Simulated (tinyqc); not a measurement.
Inside a calculation. Model: round nanowire with a gate all round, subbands and threshold shift from confinement.

Computed by the program tinyqc: `OMP_NUM_THREADS=1 python tinyqc.py 2350056 2350057 out.jsonl`, one thread of a shared Intel Xeon 2.30GHz, about 0.2 s for the whole run. Printed values are rounded.

Undoped body with a flat potential across it, hard walls, transport along x. Three valley pairs (g = 2 each) with the longitudinal mass along x, y or z. Non-parabolicity enters the subband edges through E (1 + al E) = gamma, so E = 2 gamma/(1 + sqrt(1 + 4 al gamma)); motion within a subband is taken as parabolic with the band-edge mass. Energies are counted from the bulk band edge.

Parameters, values chosen for the exercise; masses close to those of silicon: temperature T = 300 K; longitudinal mass ml = 0.907 m0; transverse mass mt = 0.187 m0; non-parabolicity al = 0.5 1/eV; diameter t = 3.7 nm; widening of the box by penetration into the insulator dl = 0.2 nm.

Constants: q = 1.602176634e-19 C, kB = 1.380649e-23 J/K, hbar = 1.054571817e-34 J s, m0 = 9.1093837015e-31 kg, Vt = kB T/q, hbar^2/(2 m0) = 0.0380998212 eV nm^2. Results are converted to the units shown.

Range of the model: For the strongly anisotropic y and z valleys the mean inverse mass serves only for l = 0; pairs with l > 0 really split widely.

## Lowest subbands

gamma = C (2 z/(t + dl))^2 (1/my + 1/mz)/2, z the zeros of the Bessel functions J_l (2.404826, 3.831706, 5.135622, 5.520078, ...), twofold for l > 0; the mean inverse mass is an approximation for anisotropic valleys, C = hbar^2/(2 m0). List the 5 lowest, labelled by valley axis and quantum numbers, with degeneracy g and N_k: N_k = g sqrt(2 mx m0 kB T/(pi hbar^2)).

E_k, subband y0,1 to z1,1 (eV): [0.172074, 0.172074, 0.272690, 0.396019, 0.396019]
g, subband y0,1 to z1,1: [2, 2, 2, 4, 4]
N_k, subband y0,1 to z1,1 (cm^-1): [4.01940e6, 4.01940e6, 8.85206e6, 8.03880e6, 8.03880e6]

## Threshold shift

Each subband has N_k = g sqrt(2 mx m0 kB T/(pi hbar^2)); without degeneracy n = exp(EF/Vt) sum N_k exp(-E_k/Vt). Classical value Nc times pi t^2/4, Nc = sum over valleys of 2 g (m m0 kB T/(2 pi hbar^2))^1.5 with m = (mx my mz)^(1/3). Threshold shift dVT = Vt ln(classical value/sum N_k exp(-E_k/Vt)). Use the subbands listed.

shares, subband y0,1 to z1,1 (%): [48.8847, 48.8847, 2.1967, 0.0169, 0.0169]
sum N_k exp(-E_k/Vt) = 10574.9 cm^-1
Nc = 2.68144e19 cm^-3
classical value = 2.88311e6 cm^-1
dVT = 144.982 mV

With all subbands dVT = 145.0 mV. The lowest edge lies at 172 meV; dVT is smaller than that, since sum N_k exp(-(E_k - E_1)/Vt) exceeds the classical value.
